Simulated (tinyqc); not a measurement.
What each parameter does: WKB tunnelling through a gate dielectric with a two-band (Franz) dispersion.

At depth x the conduction edge lies u(x) = phi - V x/t above the electron. Parabolic: kappa = sqrt(m u/c). Franz: kappa = sqrt(m u (1 - u/Eg)/c), which vanishes at both band edges. c = hbar^2/2m0. T = exp(-2 integral of kappa dx) over the region u > 0; no image force, no prefactor, zero transverse momentum. The region ends at x_e = min(t, phi t/V); x_e < t is the Fowler-Nordheim regime.

Constants: hbar^2/2m0 = 3.80998211 eV angstrom^2.

Inputs chosen for the exercise (of the size used for HfO2 on silicon; shifted at random, so the results belong to these values and not to a real crystal):
```
symbol  value  unit      meaning
Eg      5.76   eV        gap of the dielectric
phi     1.56   eV        barrier above the electron energy at the emitter
m       0.2    m0        mass at the conduction edge
t       25     angstrom  thickness
V       4.6    V         voltage across the layer
```

Exponents 2 I in closed form.

Results for these values:
```
case  2 I parabolic  2 I Franz  log10 T Franz
base          3.235      2.958         -1.285
```

What happens to each result for V = 4.14 V, all else kept?

Answer: 2 I parabolic rises from 3.235 to 3.594; 2 I Franz rises from 2.958 to 3.286; log10 T Franz falls from -1.285 to -1.427.

The same for each parameter in turn:
```
case               2 I parabolic  2 I Franz  log10 T Franz
base                       3.235      2.958         -1.285
Eg = 5.184 eV              3.235      2.925         -1.270
phi = 1.716 eV             3.732      3.378         -1.467
m = 0.18 m0                3.069      2.806         -1.219
t = 22.5 angstrom          2.911      2.662         -1.156
V = 4.14 V                 3.594      3.286         -1.427
```

The exponent is linear in t and goes as sqrt(m); Eg enters the two-band form alone.

Run: tinyqc, `OMP_NUM_THREADS=1 python tinyqc.py 1450594 1450595 out.jsonl`; Intel(R) Xeon(R) Processor @ 2.30GHz, one thread, shared host; about 0.01 s of CPU time with all checks.
